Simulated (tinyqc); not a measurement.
From a target to a composition: quaternary alloy A(x)B(1-x)C(y)D(1-y) matched to a substrate.

Problem. Which matched composition has the given wavelength hc/gap by rule 1? The gap is monotonic for y between 0.01 and 0.97.

Q(x,y) = x y Q_AC + x (1 - y) Q_AD + (1 - x) y Q_BC + (1 - x)(1 - y) Q_BD for the lattice constant. Gap, rule 1: Q(x,y) - x (1 - x)[y C_ABC + (1 - y) C_ABD] - y (1 - y)[x C_ACD + (1 - x) C_BCD]. Rule 2 (mean of ternaries): {x (1 - x)[y T_ABC(x) + (1 - y) T_ABD(x)] + y (1 - y)[x T_ACD(y) + (1 - x) T_BCD(y)]}/{x (1 - x) + y (1 - y)}, T_ABC(x) = x E_AC + (1 - x) E_BC - C_ABC x (1 - x), T_ACD(y) = y E_AC + (1 - y) E_AD - C_ACD y (1 - y), and alike. Only the Gamma valley is followed.

Matching a(x,y) = a_s gives x = (a_s - y a_BC - (1 - y) a_BD)/(y (a_AC - a_BC) + (1 - y)(a_AD - a_BD)).
Constants: hc = 1239.841984 eV nm.

Values chosen for the exercise (AC, AD, BC, BD near GaAs, GaP, InAs and InP; substrate near GaAs; the results hold for these values, not for the real material):

| symbol | value | unit | meaning |
|---|---|---|---|
| a | (5.649, 5.451, 6.054, 5.875) | angstrom | lattice constants of AC, AD, BC, BD |
| Eg | (1.503, 2.893, 0.415, 1.409) | eV | gaps at Gamma of AC, AD, BC, BD |
| Cb | (0.517, 0.586, 0.182, 0.101) | eV | bowing of ABC, ABD, ACD, BCD |
| a_s | 5.649 | angstrom | substrate |

wavelength = 706.256 nm

Find: gap; y; x.

Solution. Put x(y) into rule 1 and bisect on y; the gap is 2.0476 eV at y = 0.01 and 1.5158 eV at y = 0.97.

gap = 1.7555 eV
y = 0.490
x = 0.756

Program tinyqc; command `OMP_NUM_THREADS=1 python tinyqc.py 1081251 1081252 out.jsonl`; about 0.01 s on one thread of a shared Intel(R) Xeon(R) Processor @ 2.30GHz.
